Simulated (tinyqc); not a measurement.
Potential-pH (Pourbaix) lines of a metal, its cation, its oxide and an oxyanion, with a complexing ligand: one step, computed by the program tinyqc. Command: `OMP_NUM_THREADS=1 python tinyqc.py 3005684 3005685 out.jsonl pourb walk`. One thread of a shared host (Intel(R) Xeon(R) Processor @ 2.30GHz), about 0.01 s of CPU time with the checks.

Potentials are against the standard hydrogen electrode; solids and water have unit activity; dG_f of M, H+ and the electron is zero; F = e N_A and s = R T ln(10)/F. The cation carries z = 2.

Problem. The stable species at (pH, E). M2+ + 2e = M; MO + 2H+ + 2e = M + H2O; MO2(2-) + 4H+ + 2e = M + 2H2O. For each, E0 = -dG/(z F), and E = E0 + (s/z) log10 a - (s n_H/z) pH, with no activity term for the oxide. The metal is stable below the lowest of the three lines; above it, the species of the lowest line is stable. Water lines at 1 bar: hydrogen E = -s pH, oxygen E = -dG_f(water)/(2F) - s pH.

Inputs (values chosen for the exercise, modelled on tin):

| quantity | value | unit |
|---|---|---|
| dG_f of water | -237.14 | kJ/mol |
| temperature T | 298.15 | K |
| log10 of the dissolved activity a | -3 | - |
| pH | 12 | - |
| potential E | 0.65 | V |

Species: M, M2+, MO, MO2(2-).

E0 (V): cation -0.1395031, oxide -0.0769029, oxyanion 0.8081021

s = 0.05915935 V

Constants: e = 1.602176634e-19 C; N_A = 6.02214076e+23 1/mol.

Give: lines at this pH; upper limit of immunity; hydrogen line; oxygen line; E above the limit of immunity.

Solution.

lines at this pH (V): cation -0.2282, oxide -0.7868, oxyanion -0.7005

upper limit of immunity = -0.7868 V

hydrogen line = -0.7099 V

oxygen line = 0.5190 V

E above the limit of immunity = 1.437 V

Stable here: the oxide (passivity, if the film is dense). The point lies outside the stability range of water. Water itself can oxidise the metal at this pH. Caution: other oxidation states, hydroxides and hydrides are left out, and the lines say nothing of rates.
